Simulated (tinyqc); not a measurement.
# Quantum point contact as a saddle point with Zeeman splitting, step by step

Numbers from tinyqc (`OMP_NUM_THREADS=1 python tinyqc.py 2740001 2740002 out.jsonl`; about 0.04 s on one thread of a shared Intel Xeon 2.30GHz). Printed values are rounded.

Potential V0 - m wx^2 x^2/2 + m wy^2 y^2/2; energies are counted from V0. Mode n = 0, 1, ... transmits T_n(E) = 1/(1 + exp(-2 pi (E - E_n)/wx)), E_n = wy (n + 1/2) +/- Ez/2 for the two spins, Ez = gs muB B, muB = q hbar/(2 m0); each spin carries q^2/h.

Inputs (values chosen for the exercise): temperature T = 1 K; transverse quantum hbar wy wy = 2.3 meV; curvature of the barrier hbar wx wx = 0.77 meV; Fermi level above the saddle point mu = 5.12 meV; size of the g factor gs = 1.3; in-plane magnetic field B = 2 T; points of the energy grid nE = 15; half-range of the grid in kB T xm = 6.

Constants: q = 1.602176634e-19 C, kB = 1.380649e-23 J/K, hbar = 1.054571817e-34 J s, h = 6.62607015e-34 J s, m0 = 9.1093837015e-31 kg, Vt = kB T/q. Results are converted to the units shown.

Range of the model: Orbital effects of the in-plane field and interactions (such as the 0.7 feature) are left out.

## Transmissions at the Fermi level

At zero temperature g = G/(2 q^2/h) = (1/2) sum T_n(mu); Fano factor sum T_n (1 - T_n)/sum T_n. Modes beyond those listed are in the sums but add less than 1e-4 to g.

```
mode	E_n (meV)	T_n
0-	1.07475	1.00000
1-	3.37475	1.00000
2-	5.67475	0.01070
3-	7.97475	0.00000
0+	1.22525	1.00000
1+	3.52525	1.00000
2+	5.82525	0.00316
3+	8.12525	0.00000
```

g = 2.0069
G = 155.50 uS
Fano factor = 0.003422

## Thermal average on a coarse grid

g(T) = int g(E) (-df/dE) dE = int g(mu + x kB T) dx/(4 cosh^2(x/2)), g(E) the zero-temperature value at E, g = G/(2 q^2/h). Simpson's rule on nE equally spaced x from -xm to xm.

```
point	x	E (meV)	g(E)	weight
0	-6.00000	4.60296	2.00000	0.002467
1	-5.14286	4.67682	2.00013	0.005773
2	-4.28571	4.75069	2.00031	0.013393
3	-3.42857	4.82455	2.00061	0.030428
4	-2.57143	4.89841	2.00114	0.065959
5	-1.71429	4.97227	2.00208	0.129319
6	-0.85714	5.04614	2.00381	0.209170
7	0.00000	5.12000	2.00693	0.250000
8	0.85714	5.19386	2.01257	0.209170
9	1.71429	5.26773	2.02265	0.129319
10	2.57143	5.34159	2.04042	0.065959
11	3.42857	5.41545	2.07083	0.030428
12	4.28571	5.48931	2.12053	0.013393
13	5.14286	5.56318	2.19616	0.005773
14	6.00000	5.63704	2.30041	0.002467
```

integral of the weight = 0.995195
g(T) = 2.00446
g(T) divided by the integral of the weight = 2.01414

A converged quadrature gives 2.0152; this grid is 0.53 % below that, and its weight integrates to 0.9952 in place of 1.
